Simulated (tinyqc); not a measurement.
Worked calculation: Koster-Slater impurity in a tight-binding band, by Green functions and by supercells. Computed by tinyqc, a small Python program that keeps every step. Command: `OMP_NUM_THREADS=1 python tinyqc.py 3025545 3025546 out.jsonl kosterslater walk`. One thread of a shared host (Intel(R) Xeon(R) Processor @ 2.30GHz), about 0.04 s of CPU time with the checks. Intermediate numbers are printed to about 5 digits and carried at full precision; extremes and crossings named in words are read from the listed rows.

One orbital per site, e(k) = -2 t sum cos(k_i) over 3 direction(s), band from -6 t to 6 t, lattice constant 1. One site has the extra energy U. Spin is left out.

Inputs (values chosen for the exercise, for a model band): hopping t = 0.89 eV; impurity potential U = -7.52 eV; supercell edge N = 2 sites; energy inside the band E = 0.969 eV; broadening eta = 0.089 eV; impurity concentration c = 0.005 per site.

Lattice: simple cubic.

Constants: hbar = 6.582119569e-16 eV s.

## The host Green function outside the band

Outside the band G0(E) = (1/pi) int_0^pi dk (2/(pi z)) K(16 t^2/z^2), z = E + 2 t cos k, K the complete elliptic integral with parameter m; 200 Gauss-Legendre points. A bound state solves 1/U = G0(E). Energies: 0.05, 0.2, 0.5, 1, 2, 4 and 8 t beyond the band edge on the side of U, rounded to four digits.

Scan on the side of U:
```
E (eV)   G0 (1/eV)  1/U - G0 (1/eV)
-5.385    -0.26330          0.13032
-5.518    -0.24226          0.10928
-5.785    -0.21783          0.08486
-6.230    -0.19160          0.05862
-7.120    -0.15835          0.02537
-8.900    -0.12039         -0.01259
-12.460   -0.08292         -0.05005
```

G0 stays finite at the band edge, 0.252731/t in size, so binding needs |U| > 3.957 t.

## The bound state

Bisection in ln(distance from the edge) between 1e-5 t and |U| + t. Weight on the impurity site: -1/(U^2 dG0/dE), by a central difference with step min(1e-4 t, distance/30). Decay length along an axis: 1/arccosh(1 + distance/(2 t)).

level E_b = -8.1815 eV

distance from the band edge = 2.8415 eV

weight on the impurity site = 0.90330

decay length = 0.62192 sites

The state is compact: most of it sits on the impurity.

## Green function inside the band

Inside the band G0(z), z = E + i eta, comes from the chain form 1/(sqrt(y - 2t) sqrt(y + 2t)) (principal roots) at y = z + 2 t cos k + 2 t cos k', averaged over k and k' in (0, pi) with 200 Gauss-Legendre points each.

G0(E + i eta) = 0.12107-0.49271i 1/eV

## Scattering

T = U/(1 - U G0); phase shift delta = -arg(1 - U G0) in (-pi, pi]; host density of states -Im G0/pi; on the impurity -Im[G0/(1 - U G0)]/pi; lifetime of a band state hbar/(-2 c Im T).

T matrix = -0.8267-1.6033i eV

phase shift delta = 1.0947 rad

host density of states = 0.15683 1/eV

density of states on the impurity = 0.0090248 1/eV

scattering lifetime = 41.053 fs

The Born approximation would take Im T = U^2 Im G0 = -27.9 eV, 17.4 times the full value.

## The supercell Hamiltonian at Gamma

H_ij = -t for each bond from i to j, images included (two bonds add when N = 2); H_11 = U; sites are numbered with the last coordinate running fastest. Diagonalise.

H (eV):
```
[[-7.52, -1.78, -1.78, 0.00, -1.78, 0.00, 0.00, 0.00],
 [-1.78, 0.00, 0.00, -1.78, 0.00, -1.78, 0.00, 0.00],
 [-1.78, 0.00, 0.00, -1.78, 0.00, 0.00, -1.78, 0.00],
 [0.00, -1.78, -1.78, 0.00, 0.00, 0.00, 0.00, -1.78],
 [-1.78, 0.00, 0.00, 0.00, 0.00, -1.78, -1.78, 0.00],
 [0.00, -1.78, 0.00, 0.00, -1.78, 0.00, 0.00, -1.78],
 [0.00, 0.00, -1.78, 0.00, -1.78, 0.00, 0.00, -1.78],
 [0.00, 0.00, 0.00, -1.78, 0.00, -1.78, -1.78, 0.00]]
```

levels (eV): [-8.8390, -4.1296, -1.7800, -1.7800, 0.5002, 1.7800, 1.7800, 4.9484]

## The level in the supercell

In a periodic cell of N sites along each direction with Bloch vector K, the level solves 1/U = N^-d sum_k 1/(E - e(k)), k_i = (2 pi m_i + K_i)/N, m_i = 0..N-1; the outermost root on the side of U is taken (bisection). d is the number of directions. Gamma means K_i = 0, the zone corner K_i = pi, the quarter point K_i = pi/2. The error is measured against the isolated level E_b.

level at Gamma = -8.8390 eV

level at the corner = -7.52 eV

level at the quarter point = -8.1681 eV

error at Gamma = -0.65743 eV

width between Gamma and the corner = 1.3190 eV

Images turn the level into a band 1.32 eV wide; the quarter point misses the isolated level by 0.013 eV, far less than Gamma, because the leading hopping between images averages out there.

## Convergence with cell size

Even N; errors against the isolated level E_b, set to 0 below 1e-6 t.

Error of the level (eV):
```
N   sites        Gamma      corner  quarter point
2       8  -6.5743e-01  6.6154e-01     1.3414e-02
4      64  -1.4226e-02  1.3414e-02     9.9314e-06
6     216  -3.5007e-04  3.4432e-04              0
8     512  -9.9693e-06  9.9314e-06              0
10   1000            0           0              0
12   1728            0           0              0
```

The error at Gamma falls exponentially, between the last two resolved rows by exp(-1.779) per site against 1/(decay length) = 1.608; the rest is the power-law prefactor of the Green function. Gamma and the corner err in opposite directions. Among the sizes listed an error below 1 meV is first reached at N = 6 at Gamma; at the quarter point N = 4 is enough.

## Phase shift across the band

delta/pi = -arg(1 - U G0)/pi counts the states added below E (Friedel); host DOS = -Im G0/pi, DOS on the impurity = -Im[G0/(1 - U G0)]/pi; 13 evenly spaced energies from -(band edge + |U| + 2t) to +(band edge + |U| + 2t).

Across the spectrum:
```
E (eV)  Re G0 (1/eV)  host DOS (1/eV)  DOS on the impurity (1/eV)  delta/pi
-14.64      -0.06991          0.00014                    0.000631   0.00225
-12.20      -0.08481          0.00021                    0.001611   0.00439
-9.76       -0.10833          0.00035                    0.010290   0.01436
-7.32       -0.15268          0.00076                    0.034254   0.96146
-4.88       -0.28373          0.02242                    0.014320   0.86086
-2.44       -0.32863          0.09360                    0.013268   0.68687
0.00         0.00000          0.15702                    0.010638   0.41618
2.44         0.32863          0.09360                    0.005526   0.18055
4.88         0.28373          0.02242                    0.002220   0.05330
7.32         0.15268          0.00076                    0.000165   0.00267
9.76         0.10833          0.00035                    0.000108   0.00147
12.20        0.08481          0.00021                    0.000079   0.00097
14.64        0.06991          0.00014                    0.000061   0.00070
```

delta/pi starts and ends near zero (+0.002 and +0.001): the impurity moves states but creates none. delta/pi rises at the bound state below the band (-8.182 eV), reaches 0.96 among these rows (1 in the limit of small eta, just above the level) and is paid back by the top of the band.

Checks made by the program: G0 at the level by a direct sum over directions (relative difference below 1e-10); diagonalisation against the k sum (relative difference below 1e-10).
